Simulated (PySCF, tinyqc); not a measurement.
LCCD on RHF in the sto-3g basis, for Li-, spin multiplicity 1, step by step. The basis has no diffuse functions, so it cannot describe the extra electron: this is an exercise in the method, not the real anion. The lowest restricted solution is unstable here: a spin-polarised one lies 0.0041 hartree lower (PySCF). One step of it, computed by the program tinyqc.

Task: LCCD: starting amplitudes. t_ij^ab = <ij||ab> / (e_i + e_j - e_a - e_b), whose energy is MP2.

orbital energies (hartree): [-1.968602, 0.102253, 0.415796, 0.415796, 0.415796]

Two-electron integrals over orbitals (pq|rs), unique and non-zero (hartree):
```
(11|11) 1.658594    (21|11) -0.184570   (21|21) 0.031265    (22|11) 0.400522
(22|21) -0.010274   (22|22) 0.282425    (31|31) 0.009832    (32|31) 0.013694
(32|32) 0.060790    (33|11) 0.396329    (33|21) -0.006527   (33|22) 0.285670
(33|33) 0.312946    (41|41) 0.009832    (42|41) 0.013694    (42|42) 0.060790
(43|43) 0.016869    (44|11) 0.396329    (44|21) -0.006527   (44|22) 0.285670
(44|33) 0.279207    (44|44) 0.312946    (51|51) 0.009832    (52|51) 0.013694
(52|52) 0.060790    (53|53) 0.016869    (54|54) 0.016869    (55|11) 0.396329
(55|21) -0.006527   (55|22) 0.285670    (55|33) 0.279207    (55|44) 0.279207
(55|55) 0.312946
```

Give: Starting amplitudes; correlation energy.

Result:

Starting amplitudes (spin orbitals 1a, 1b, ...; amplitudes related by a flip of all spins are not repeated):
```
from      to        t
2a 2b  3a 3b  -0.0969
2a 2b  4a 4b  -0.0969
2a 2b  5a 5b  -0.0969
1a 2b  3a 3b  -0.0051
1a 2b  4a 4b  -0.0051
1a 2b  5a 5b  -0.0051
1a 1b  3a 3b  -0.0021
1a 1b  4a 4b  -0.0021
1a 1b  5a 5b  -0.0021
```

correlation energy = -0.018157 hartree
